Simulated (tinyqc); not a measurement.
Thermal resistances of a two-die stack.

Problem. Heat leaves through the lower die only, and the system is linear. Find the resistance R1 from the lower die to the coolant, R2 between the dies, and the rise of the upper die when both are powered.

Values chosen for this exercise:
```
symbol,value,unit,meaning
P1,18,W,power of the lower die
P2,20,W,power of the upper die
```

rises of the lower and upper die with only the lower one powered (K): [10.08, 10.08]
rises of the lower and upper die with only the upper one powered (K): [11.2, 16.4]

Solution. With only the lower die powered no heat crosses R2, so both dies rise by P1 R1; the difference in the second test is P2 R2; rises add.

R1 = 0.5600 K/W
R2 = 0.2600 K/W
rise of the upper die = 26.48 K

Computed by the program tinyqc: `OMP_NUM_THREADS=1 python tinyqc.py 2162191 2162192 out.jsonl`, one thread of a shared Intel Xeon 2.30GHz, about 0.03 s for the whole run.
